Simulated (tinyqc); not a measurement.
Inside a calculation. Method: CCSD on RHF in the sto-3g basis, frozen core, for BeH2, spin multiplicity 1. One step of it, computed by the program tinyqc.

Problem. CCSD: starting amplitudes. t_ij^ab = <ij||ab> / (e_i + e_j - e_a - e_b), whose energy is MP2.

orbital energies (hartree): MO1 -4.538150, MO2 -0.405931, MO3 -0.361306, MO4 0.211523, MO5 0.213338, MO6 0.329026, MO7 0.643682

Two-electron integrals over orbitals (pq|rs), unique and non-zero (hartree); the lowest 1 orbital is frozen and left out:
```
(22|22) 0.367345    (32|32) 0.156455    (33|22) 0.378210    (33|33) 0.401610
(42|22) 0.004522    (42|33) 0.006800    (42|42) 0.047481    (43|32) 0.010965
(43|43) 0.013030    (44|22) 0.348765    (44|33) 0.328488    (44|42) -0.021318
(44|44) 0.450587    (52|52) 0.047064    (53|53) 0.011849    (54|52) -0.006555
(54|54) 0.024879    (55|22) 0.349340    (55|33) 0.328291    (55|42) -0.008666
(55|44) 0.400498    (55|55) 0.449859    (62|22) -0.011569   (62|33) -0.039583
(62|42) -0.004181   (62|44) 0.067873    (62|55) 0.071044    (62|62) 0.084586
(63|32) -0.091326   (63|43) -0.009490   (63|63) 0.088026    (64|22) 0.000653
(64|33) -0.004264   (64|42) 0.042396    (64|44) -0.000494   (64|55) 0.006889
(64|62) 0.017587    (64|64) 0.046416    (65|52) 0.045825    (65|54) -0.003885
(65|65) 0.047944    (66|22) 0.370456    (66|33) 0.380850    (66|42) 0.017187
(66|44) 0.345234    (66|55) 0.348259    (66|62) -0.022970   (66|64) 0.010153
(66|66) 0.390654    (72|32) -0.037868   (72|43) -0.008515   (72|63) 0.062832
(72|72) 0.057581    (73|22) 0.002151    (73|33) -0.018197   (73|42) -0.011639
(73|44) 0.072038    (73|55) 0.072954    (73|62) 0.079849    (73|64) 0.009616
(73|66) -0.019080   (73|73) 0.088737    (74|32) -0.018806   (74|43) 0.011648
(74|63) 0.012413    (74|72) 0.003964    (74|74) 0.019318    (75|53) 0.013079
(75|75) 0.017016    (76|32) 0.137148    (76|43) 0.011999    (76|63) -0.089408
(76|72) -0.044884   (76|74) -0.016087   (76|76) 0.132896    (77|22) 0.392327
(77|33) 0.407291    (77|42) 0.001242    (77|44) 0.373867    (77|55) 0.373406
(77|62) -0.014536   (77|64) -0.003348   (77|66) 0.401896    (77|73) 0.006672
(77|77) 0.444083
```

Give: Starting amplitudes; correlation energy.

Solution.

Starting amplitudes (spin orbitals 1a, 1b, ...; amplitudes related by a flip of all spins are not repeated):
```
from      to         t
3a 3b  6a 6b    -0.064
2a 2b  6a 6b    -0.058
2a 3b  6a 7b    -0.046
3a 3b  7a 7b    -0.044
2a 2b  4a 4b    -0.038
2a 2b  5a 5b    -0.038
2a 3b  6b 7a     0.036
2a 2b  7a 7b    -0.027
3a 3b  4a 4b    -0.011
3a 3b  5a 5b    -0.010
2a 3a  6a 7a    -0.010
3a 3b  4a 6b     0.008
2a 3b  4a 7b     0.007
2a 3b  4b 7a    -0.005
2a 2b  4a 6b  3.09e-03
2a 3a  4a 7a  1.93e-03
```

correlation energy = -0.03250 hartree
